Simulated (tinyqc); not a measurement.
# Changing the D(AB)

Model: collinear exchange A + BC -> AB + C on a London-Eyring-Polanyi-Sato surface: saddle, string of images and rate. Computed by tinyqc, a small Python program. Command: `OMP_NUM_THREADS=1 python tinyqc.py 3112760 3112761 out.jsonl leps sweep`. One thread of a shared host (Intel(R) Xeon(R) Processor @ 2.30GHz), about 0.2 s of CPU time with the checks.

x = r(AB), y = r(BC), r(AC) = x + y. V is counted from separated atoms, the barrier from A + BC, that is V + D(BC).

Inputs (values chosen for the exercise, bond data loosely for abstraction of hydrogen from a Si-H bond by a hydrogen atom; the barrier is not fitted):
```
quantity            value           unit
r0(AB)              0.742       angstrom
beta(AB)             1.94     1/angstrom
D(BC)                4.11             eV
r0(BC)               1.48       angstrom
beta(BC)             1.52     1/angstrom
D(AC)                3.99             eV
r0(AC)               1.48       angstrom
beta(AC)             1.52     1/angstrom
Sato parameter S    0.033              -
mass of A           1.008              u
mass of B           1.008              u
mass of C           28.09              u
step of the string   0.02  angstrom^2/eV
```

Constants: nu for 1 eV/(angstrom^2 u) = 15.6333042 THz.

Method:
- For each pair, with u = exp(-beta (r - r0)): Q = D [(3 + S) u^2 - (2 + 6 S) u]/(4 (1 + S)), J = D [(1 + 3 S) u^2 - (6 + 2 S) u]/(4 (1 + S)); V = Q1 + Q2 + Q3 - sqrt(((J1 - J2)^2 + (J2 - J3)^2 + (J3 - J1)^2)/2).
- String of 9 images between the fixed ends (r0(AB) + 2, r0(BC)) and (r0(AB), r0(BC) + 2), started on the two straight legs through (r0(AB) + 0.3, r0(BC) + 0.3): each iteration moves the inner images by -step x gradient (central differences) and spaces them evenly again along the broken line (coordinates are kept between 0.2 and 8 angstrom); stop when no coordinate changes by more than 1e-5 angstrom, at most 400 iterations.
- From the highest inner image, z -> z - H^-1 g with gradient g and Hessian H by central differences, steps capped at 0.15 angstrom, 12 steps.
- Wilson matrix G = [[1/m_A + 1/m_B, -1/m_B], [-1/m_B, 1/m_B + 1/m_C]]; eigenvalues lambda of G H give nu = 15.6333042 THz x sqrt(|lambda|), the negative one being imaginary. Reactant: nu_BC from k = 2 D beta^2 and 1/m_B + 1/m_C. Skew angle: cos = sqrt(m_A m_C/((m_A + m_B)(m_B + m_C))).

One run for each value:
```
D(AB) (eV)  barrier (eV)  imaginary frequency (THz)  real frequency at the saddle (THz)
3.51              1.2386                     59.805                              33.288
3.76              1.1086                     65.370                              32.087
4.01              0.9924                     69.298                              31.393
4.26              0.8895                     71.599                              31.075
4.76              0.7204                     71.957                              31.249
5.01              0.6519                     70.494                              31.646
```

Give the missing row, D(AB) (eV) = 4.51.

Computed row:
```
D(AB) (eV)  barrier (eV)  imaginary frequency (THz)  real frequency at the saddle (THz)
4.51              0.7992                     72.411                              31.046
```

Interpolating between the two neighbouring rows (linearly) misses most in imaginary frequency (THz), by 0.87 %. Over the rows, barrier (eV) falls from 1.24 to 0.652 (exponent d ln y / d ln x -1.6 between the first rows and -2.0 between the last); imaginary frequency (THz) goes from 59.8 through a maximum among these rows, 72.4 at 4.51, to 70.5; real frequency at the saddle (THz) goes from 33.3 through a minimum among these rows, 31.0 at 4.51, to 31.6. The barrier changes by -0.52 eV per eV of D(AB) between the first rows and -0.27 between the last; an Evans-Polanyi line would have one slope.

Extremes, crossings and ranges named in words are read from the listed rows.
